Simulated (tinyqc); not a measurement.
Keating valence-force model of a tetrahedral crystal: one step, computed by the program tinyqc.

Atom A sits at 0 and atom B at a/4 (1,1,1) of an fcc lattice; the four bonds from A are t = a/4 (1,1,1), a/4 (1,-1,-1), a/4 (-1,1,-1), a/4 (-1,-1,1), of length d = sqrt(3) a/4. Energy: E = (3 alpha/(8 d^2)) sum over bonds (r.r - d^2)^2 + (3 beta/(8 d^2)) sum over pairs of bonds at one atom (r_i.r_j + d^2/3)^2, with beta_A for the six pairs at A and beta_B for the six at B. The cell holds two atoms, Omega = a^3/4. 1 N/m = 1 J/m^2. With constants fitted to the elastic moduli this model puts optical and zone-boundary frequencies of real crystals too high, by up to about 20 % in elemental crystals and up to about 50 % in compounds, and mostly by more for TA modes; in compounds the lattice part of the static dielectric constant then comes out too low.

Task: Elastic constants and internal strain. beta = (beta_A + beta_B)/2; C11 = (alpha + 3 beta)/a, C12 = (alpha - beta)/a, C44 = 4 alpha beta/(a (alpha + beta)); with the two sublattices clamped C44(0) = (alpha + beta)/a; internal-strain parameter zeta = (alpha - beta)/(alpha + beta); B = (C11 + 2 C12)/3.

Inputs (values chosen for the exercise, modelled on indium phosphide): lattice constant a = 5.869 angstrom; bond stretching alpha = 43.9 N/m; bond bending beta_A = 6.34 N/m; bond bending beta_B = 8.17 N/m.

Structure: zinc blende.

Give: C11; C12; C44; clamped C44(0); internal-strain parameter zeta; bulk modulus B.

Result:

C11 = 111.9 GPa

C12 = 62.44 GPa

C44 = 42.43 GPa

clamped C44(0) = 87.16 GPa

internal-strain parameter zeta = 0.7164

bulk modulus B = 78.92 GPa

Letting the sublattices shift lowers C44 by 51 %, which is zeta^2. With zeta near 1 a shear keeps the bond lengths and bends the angles. The model fixes 2 C44 (C11 + C12)/((C11 - C12)(C11 + 3 C12)) = 1.000 whatever alpha and beta are.
